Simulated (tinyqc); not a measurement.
Changing the B0 of phase 2: pressure-driven transition between two phases with analytic equations of state. Computed by tinyqc, a small Python program. Command: `OMP_NUM_THREADS=1 python tinyqc.py 3030828 3030829 out.jsonl transition sweep`. One thread of a shared host (Intel(R) Xeon(R) Processor @ 2.30GHz), about 0.01 s of CPU time with the checks.

Each phase obeys E = E0 + (9 V0 B0/16) [y^3 B' + y^2 (2 - 4 y)], y = (V0/V)^(2/3) - 1; P = (3 B0/2) (x^7 - x^5) [1 + (3/4)(B' - 4)(x^2 - 1)], x = (V0/V)^(1/3); E0 = 0 for phase 1 and Delta E0 for phase 2. H = E + P V.

Inputs (values chosen for the exercise, for two model phases):
```
quantity                                   value             unit
volume V0 of phase 1                        14.2  angstrom^3/atom
B0 of phase 1                                293              GPa
B' of phase 1                               3.53                -
volume V0 of phase 2                        12.1  angstrom^3/atom
B' of phase 2                               4.51                -
energy of phase 2 above phase 1, Delta E0   0.51          eV/atom
```

Equation of state: Birch-Murnaghan.

Constants: 1 eV/angstrom^3 = 160.2176634 GPa.

Method. Start from P = Delta E0/(V0 of phase 1 - V0 of phase 2); at each P solve P(V) = P for both phases and step P(new) = P - (H_2 - H_1)/(V_2 - V_1); stop when |H_2 - H_1| < 1e-10 eV. At the zero-temperature transition the volume change is V_2/V_1 - 1 and the work is P (V_1 - V_2).

One run for each value:
```
B0 of phase 2 (GPa)  transition pressure (GPa)  volume change (%)  V_2 at the transition (angstrom^3)
176                                      35.75             -18.45                               10.46
221                                      38.33             -16.58                               10.63
278                                      41.17             -14.74                               10.79
350                                      44.31             -12.95                               10.94
441                                      47.84             -11.20                               11.07
555                                      51.84              -9.48                               11.19
698                                      56.56              -7.74                               11.29
879                                      62.53              -5.91                               11.37
```

Describe and explain the trends.

Over the rows, transition pressure (GPa) rises from 35.7 to 62.5 (exponent d ln y / d ln x 0.31 between the first rows and 0.44 between the last); volume change (%) rises from -18.5 to -5.91 (exponent d ln y / d ln x -0.47 between the first rows and -1.2 between the last); V_2 at the transition (angstrom^3) rises from 10.5 to 11.4 (exponent d ln y / d ln x 0.073 between the first rows and 0.032 between the last). A softer dense phase shrinks more under load and so takes over earlier.
